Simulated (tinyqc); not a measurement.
Moment against temperature: Stoner model of a band ferromagnet.

Density of states per atom and spin: flat with a rise to the top, D(e) = (M/W) [1 - sp + 4 sp (e/W + 1/2)^3]. Levels e -/+ I m/2 for up and down spin, m = n_up - n_down, n_up + n_down = nd. At zero temperature e(N) is the energy below which N states lie, and E(m) = sum over spins of integral e D de - I m^2/4.

Constants: kB = 8.617333262e-05 eV/K.

Parameters, chosen for this exercise: W = 3.9 eV (band width, e from -W/2 to W/2); M = 5 (states per atom and spin); nd = 9.42 (electrons per atom); sp = 0.7 (shape parameter); I = 0.4 eV (Stoner parameter).

Fermi-Dirac occupations on 600 equal energy intervals; m is iterated from saturation until it changes by less than 1e-7 or for 400 rounds; the paramagnet is unstable while I times the mean of D weighted by -df/de exceeds 1.

Results:
```
T/Tc  T (K)  m (muB)  I D(T) of the paramagnet
0.10     79    0.580                     1.509
0.30    237    0.576                     1.469
0.50    395    0.547                     1.338
0.65    513    0.495                     1.226
0.80    632    0.401                     1.121
0.90    711    0.296                     1.058
0.95    750    0.214                     1.028
1.10    868    0.000                     0.947
```

Tc (from I D(T) = 1) = 789 K

What does the comparison show?

kB Tc = 0.068 eV, 0.29 of the exchange splitting at zero temperature. m keeps 0.94 of its first value at half Tc and 0.51 at 0.9 Tc. The model knows only Stoner excitations; spin waves and local moments bring the ordering temperature below the Stoner value.

(tinyqc, `OMP_NUM_THREADS=1 python tinyqc.py 1681622 1681623 out.jsonl`, Intel(R) Xeon(R) Processor @ 2.30GHz, 1 thread, shared host, about 0.2 s.)
